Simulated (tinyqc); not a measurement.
Worked calculation: scattering of inversion-layer electrons by surface optical phonons of the gate insulator (remote phonon scattering). Computed by tinyqc, a small Python program that keeps every step. Command: `OMP_NUM_THREADS=1 python tinyqc.py 3111309 3111310 out.jsonl sophonon walk`. One thread of a shared host (Intel(R) Xeon(R) Processor @ 2.30GHz), about 0.02 s of CPU time with the checks. Intermediate numbers are printed to about 7 digits and carried at full precision; extremes and crossings named in words are read from the listed rows.

One subband with the Fang-Howard envelope; insulator and channel are half-spaces, the gate is far away, and an interlayer only moves the polar surface away by t (its own modes and its permittivity contrast are left out).

Inputs (values chosen for the exercise, modelled on SiO2 on germanium):
```
quantity                                   value        unit
static constant of the insulator eps_0s     3.92           -
intermediate constant eps_i                  3.1           -
optical constant eps_inf                    2.47           -
hbar omega_TO1                              55.6         meV
hbar omega_TO2                               134         meV
constant of the channel eps_s               16.2           -
in-plane mass m                            0.118         m_0
valleys g_v                                    4           -
sheet density n                          9.2e+11      1/cm^2
mean distance of the electrons z0 = 3/b      1.8          nm
interlayer thickness t                       1.2          nm
temperature T                                400           K
electron energy E                             49         meV
mobility from other processes                380  cm^2/(V s)
```

Screening by the channel electrons: static.

Constants: k_B = 8.617333262e-05 eV/K; hbar^2/(2 m_0) = 3.80998212 eV angstrom^2; e^2/(4 pi eps_0) = 14.39964548 eV angstrom; hbar = 6.582119569e-16 eV s; e = 1.602176634e-19 C; m_0 = 9.1093837015e-31 kg.

## Surface modes and strengths

eps(w) = eps_inf + (eps_0s - eps_i) w1^2/(w1^2 - w^2) + (eps_i - eps_inf) w2^2/(w2^2 - w^2). Surface modes solve eps(w) + eps_s = 0, a quadratic in w^2; the strength of a mode is g = 2/(w d eps/dw). Occupation N = 1/(exp(hbar w/(k_B T)) - 1).

hbar omega_SO (meV): 1 56.7607, 2 136.2618

strengths g: 1 0.002081731, 2 0.001778344

occupations N: 1 0.2386734, 2 0.0195702

hbar omega g (2 N + 1) (meV): 1 0.1745639, 2 0.2518047

The lower mode has the larger hbar omega g N, the prefactor of absorption before the dependence on q: 0.0282 and 0.00474 meV.

## The electron gas

Density of states D = g_v m/(pi hbar^2); eta = E_F/(k_B T) = ln(exp(n/(D k_B T)) - 1); screening wave number q_s = e^2 D/(2 eps_0 eps_avg) x 1/(1 + exp(-eta)), eps_avg = (eps_s + eps_inf)/2; b = 3/z0.

D = 1.971693e+14 1/(eV cm^2)

eta = -1.931312

q_s = 0.2419408 1/nm

b = 1.666667 1/nm

## Squared matrix elements

For a mode of strength g, without the occupation factor, Area x |M(q)|^2 = e^2 hbar w g/(2 eps_0 q) x (b/(b + q))^6 exp(-2 q t) / (1 + (q_s/q) H(q))^2, H = (1 + 9 x/8 + 3 x^2/8)/(1 + x)^3, x = q/b.

Area x |M|^2 (meV^2 nm^2):
```
q (1/nm)  (b/(b + q))^6  exp(-2 q t)        mode 1        mode 2
0.05          0.8374843    0.8869204  5.102221e+02  1.046350e+03
0.10          0.7049605    0.7866279  5.894935e+02  1.208918e+03
0.20          0.5066311    0.6187834  4.266050e+02  8.748702e+02
0.30          0.3704315    0.4867523  2.521872e+02  5.171788e+02
0.50          0.2071762    0.3011942  7.870269e+01  1.614014e+02
0.80          0.0951546    0.1466070  1.405398e+01  2.882153e+01
1.20          0.0386215    0.0561348  1.657689e+00  3.399545e+00
```

## Rates at the energy E

Approximate momentum relaxation rate, taking tau v alike in the initial and final states: 1/tau = (m/(2 pi hbar^3)) sum over modes and over absorption (N, E' = E + hbar w) and emission (N + 1, E' = E - hbar w > 0) of [(1 - f(E'))/(1 - f(E))] int_0^(2 pi) Area |M(q)|^2 (1 - cos theta) d theta, q^2 = k^2 + k'^2 - 2 k k' cos theta, f the Fermi function; 48 midpoints in theta from 0 to pi.

rates (1/ps): mode 1 absorption 0.01273440, mode 1 emission 0.00000000, mode 2 absorption 0.00086758, mode 2 emission 0.00000000

tau at E = 73518.73 fs

## Mobility

mu = (e/m) int tau E f (1 - f) dE/(k_B T int f dE), by 300 midpoints from 0 to (max(eta, 0) + 14) k_B T; Matthiessen sum with the other processes.

remote-phonon mobility = 447100.3 cm^2/(V s)

total mobility = 379.6773 cm^2/(V s)

loss of mobility = 0.08491994 %

Caution: a relaxation time is only an approximation for inelastic scattering, and static or no screening brackets the true dynamic screening only roughly.

## What an interlayer buys

The formulas are those given above.

Against the interlayer thickness:
```
t (nm)  remote-phonon mobility (cm^2/(V s))  total (cm^2/(V s))
0.0                                   96620            378.5113
0.3                                  144643            379.0043
0.6                                  213731            379.3256
1.0                                  351889            379.5901
1.5                                  632412            379.7718
2.0                                 1091053            379.8677
3.0                                 2906020            379.9503
```

1 nm of interlayer raises the remote-phonon mobility by a factor 3.64, as exp(2 q t) with an effective q of 0.65 per nm; between 2 and 3 nm the effective q is 0.49. The total goes from 379 to 380 over the first nanometre.

Checks made by the program: sum of strengths against 1/(eps_s + eps_inf) - 1/(eps_s + eps_0s) (relative difference below 1e-10).
